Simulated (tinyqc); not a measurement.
Cyclotron resonance of ellipsoidal valleys, Ge type: sweeps and comparisons. A value that a table varies takes the place of the one given here.

Valleys along [111], [-111], [1-11], [11-1], mass ml along the axis and mt across it. B lies in the (1-10) plane, b = (sin(theta)/sqrt2, sin(theta)/sqrt2, cos(theta)). For the angle phi between B and the axis, 1/mc^2 = cos^2(phi)/mt^2 + sin^2(phi)/(mt ml). Resonance: h nu = 2 muB B/mc, h = 2 pi hbar.

Constants: hbar = 6.58211957e-16 eV s; muB = 5.788381798e-05 eV/T.

Values chosen for the exercise (near those of Ge; shifted at random, so the results belong to these values and not to a real crystal):
- ml = 1.589 m0 (longitudinal mass)
- mt = 0.079 m0 (transverse mass)
- ths = (0, 20, 35, 50, 65, 80, 90) degrees (angles)
- g1 = 13.47 (Luttinger gamma1)
- g2 = 4.26 (gamma2)
- g3 = 5.73 (gamma3)
- theta = 8 degrees (angle of B from [001] towards [110])
- nu = 140 GHz (microwave frequency)

## Rotating the field

mc against theta; [-111] and [1-11] stay equal in this plane.

Cyclotron masses (m0):
```
theta (degrees)   [111]  [-111]  [11-1]
0                0.1305  0.1305  0.1305
20               0.0950  0.1376  0.2324
35               0.0837  0.1543  0.3542
50               0.0793  0.1859  0.2369
65               0.0802  0.2423  0.1484
80               0.0869  0.3245  0.1095
90               0.0956  0.3543  0.0956
```

What can be read from the table?

All valleys give one line at theta = 0, B along [001], with mc = 0.1305. The [111] valley reaches mt at 54.7 degrees, and [11-1] reaches its largest value sqrt(ml mt) = 0.3543 at 35.3 degrees, where B is perpendicular to it; the listed maximum of that branch is 0.3542. The pair [-111], [1-11] reaches the same value at 90 degrees.

## Heavy and light holes (cyclotron masses of warped hole bands)

E = c k^2 f(n) with f = g1 -/+ 2 sqrt(g2^2 + 3 (g3^2 - g2^2)(nx^2 ny^2 + ny^2 nz^2 + nz^2 nx^2)). For the orbit through k = 0 perpendicular to b = (sin(theta)/sqrt2, sin(theta)/sqrt2, cos(theta)), mc is the mean of 1/f over the directions n in that plane (180 evenly spaced angles). Quantum effects of the lowest levels are left out.

Cyclotron masses (m0):
```
theta (degrees)   heavy   light
0                0.2776  0.0432
20               0.3062  0.0425
35               0.3504  0.0417
50               0.3736  0.0412
65               0.3723  0.0413
80               0.3686  0.0417
90               0.3679  0.0418
```

What does this show?

The heavy mass varies by 35 % over the table, with its largest listed value at 50 degrees ([111] lies at 54.7) and its smallest at 0; the light mass varies by 4.8 %. The warping term enters both with the same size, but it is set against a small inverse mass in one and a large one in the other (along [111], g1 - 2 g3 = 2.01 and g1 + 2 g3 = 24.93).

## What each parameter does

Resonance fields B = h nu mc/(2 muB) of the valleys [111], [-111] and [11-1]. Each row changes one parameter from the base and keeps the others.

Results:
```
case                [111] (T)  [-111] (T)  [11-1] (T)
base                   0.5610      0.6582      0.7916
ml = 1.827 m0          0.5629      0.6622      0.7998
mt = 0.071 m0          0.5055      0.5943      0.7172
theta = 12 degrees     0.5269      0.6652      0.8880
nu = 154 GHz           0.6171      0.7240      0.8707
```

How do the results move?

The largest shifts from the base row, up to three for each result and ties (the steps differ in size, so this ranks the rows, not the parameters). [111] (T): nu +0.0561, mt -0.0554, theta -0.0341. [-111] (T): nu +0.0658, mt -0.0639, theta +0.0070. [11-1] (T): theta +0.0964, nu +0.0792, mt -0.0744.

Run: tinyqc, `OMP_NUM_THREADS=1 python tinyqc.py 1251333 1251334 out.jsonl`; Intel(R) Xeon(R) Processor @ 2.30GHz, one thread, shared host; about 0.02 s of CPU time with all checks.
